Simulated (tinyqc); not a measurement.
Effective mass of the light-hole band from tabulated energies: one step. Which mass for which use. Four cases, with inputs chosen for the exercise.

Question. From the fitted m and alpha: momentum mass at energy E, m (1 + 2 alpha E); curvature mass m (1 + 2 alpha E)^3; thermal factors to first order in alpha kT: density of states Nc (1 + 15 alpha kT/4), conductivity mass m (1 + 5 alpha kT). Take E = 3 kT/2.

Constants: kB = 8.617333262e-05 eV/K.

Give: alpha kT; momentum mass; curvature mass; factor on Nc; thermal conductivity mass.

Case 1.

Values chosen (out of a larger set: band of an eight-band Kane model near InSb; not measured data): T = 300 K (temperature).

m = 0.0148596 m0
alpha = 4.89327 1/eV

Answer.

alpha kT = 0.1265
momentum mass = 0.02050 m0
curvature mass = 0.03901 m0
factor on Nc = 1.4744
thermal conductivity mass = 0.02426 m0

alpha kT is not small, so first order is only a guide. For a warped valence band one direction does not stand for the whole band.

Case 2.

Values chosen (out of a larger set: band of an eight-band Kane model near Ge; not measured data): T = 300 K (temperature).

m = 0.0457432 m0
alpha = 2.20627 1/eV

Answer.

alpha kT = 0.0570
momentum mass = 0.05357 m0
curvature mass = 0.07347 m0
factor on Nc = 1.2139
thermal conductivity mass = 0.05879 m0

alpha kT is not small, so first order is only a guide. For a warped valence band one direction does not stand for the whole band.

Case 3.

Values chosen (out of a larger set: band of an eight-band Kane model near GaAs; not measured data): T = 300 K (temperature).

m = 0.0777920 m0
alpha = 1.97744 1/eV

Answer.

alpha kT = 0.0511
momentum mass = 0.08972 m0
curvature mass = 0.11935 m0
factor on Nc = 1.1917
thermal conductivity mass = 0.09768 m0

alpha kT is not small, so first order is only a guide. For a warped valence band one direction does not stand for the whole band.

Case 4.

Values chosen (out of a larger set: band of an eight-band Kane model near GaAs; not measured data): T = 300 K (temperature).

m = 0.0897015 m0
alpha = 1.68081 1/eV

Answer.

alpha kT = 0.0435
momentum mass = 0.10139 m0
curvature mass = 0.12955 m0
factor on Nc = 1.1629
thermal conductivity mass = 0.10919 m0

alpha kT is small, so first order serves. For a warped valence band one direction does not stand for the whole band.

Computed by tinyqc, one run a case: `OMP_NUM_THREADS=1 python tinyqc.py N N+1 out.jsonl` with N = 1880685, 1880994, 1881114, 1881170; one thread of a shared Intel(R) Xeon(R) Processor @ 2.30GHz, about 0.01 s a run at most.
